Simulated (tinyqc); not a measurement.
Capacitance measurement on a leaky thin oxide: effects of series resistance and leakage: one step of the calculation.

The device is a capacitance C in parallel with a leakage conductance G, in series with Rs and Ls. An impedance meter reports either a parallel pair (Cp, Gp) from Y = 1/Z = Gp + i w Cp or a series pair (Cs, Rm) from Z = Rm + 1/(i w Cs); w = 2 pi f, dissipation D = Gp/(w |Cp|).

Task. True capacitance and conductance. EOT = 3.9 tox/eox; CET = EOT + zc + zp; C = 3.9 eps0 A/CET; G = Jg A/Vs.

Values chosen for this exercise; values of the order met in thin-oxide MOS capacitors:
- eox = 3.9 (relative permittivity of the gate insulator (close to silicon dioxide))
- tox = 2 nm (insulator thickness)
- A = 2500 um^2 (gate area)
- zc = 0.55 nm (oxide-equivalent thickness added by the accumulation layer)
- zp = 0.31 nm (oxide-equivalent thickness added by gate depletion)
- Jg = 0.38 A/cm^2 (gate leakage current density, not matched to the thickness)
- Vs = 0.31 V (voltage for an e-fold rise of the leakage)

Constants: eps0 = 8.8541878128e-14 F/cm where lengths are in cm. Results are converted to the units shown.

Wanted: EOT; CET; C; G.

Result.

EOT = 2.0000 nm
CET = 2.8600 nm
C = 30.185 pF
G = 30.645 uS

Numbers from tinyqc (`OMP_NUM_THREADS=1 python tinyqc.py 2022047 2022048 out.jsonl`; about 0.01 s on one thread of a shared Intel Xeon 2.30GHz).
